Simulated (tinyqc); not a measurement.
From results back to parameters: deformation-potential model of the Delta valleys of a conduction band. Three cases, with inputs chosen for the exercise.

Problem. An ellipsoidal valley with ml > mt has the density-of-states mass m_d = (ml mt^2)^(1/3) and, averaged over equivalent valleys, the conductivity mass m_c = 3/(1/ml + 2/mt).

Case 1.

m_d = 0.3261545 m0
m_c = 0.2661733 m0

Case 2.

m_d = 0.3242759 m0
m_c = 0.2609207 m0

Case 3.

m_d = 0.3311169 m0
m_c = 0.2663758 m0

Find: K = ml/mt; mt; ml.

Solution. With K = ml/mt, m_d/m_c = K^(1/3) (2 + 1/K)/3, which rises steadily for K > 1 and so fixes K; then mt = m_d K^(-1/3) and ml = K mt.

Case 1.

K = ml/mt = 4.538
mt = 0.197 m0
ml = 0.894 m0

Case 2.

K = ml/mt = 4.818
mt = 0.192 m0
ml = 0.925 m0

Case 3.

K = ml/mt = 4.821
mt = 0.196 m0
ml = 0.945 m0

Computed by tinyqc, one run a case: `OMP_NUM_THREADS=1 python tinyqc.py N N+1 out.jsonl` with N = 1080173, 1080210, 1080269; one thread of a shared Intel(R) Xeon(R) Processor @ 2.30GHz, about 0.04 s a run at most.
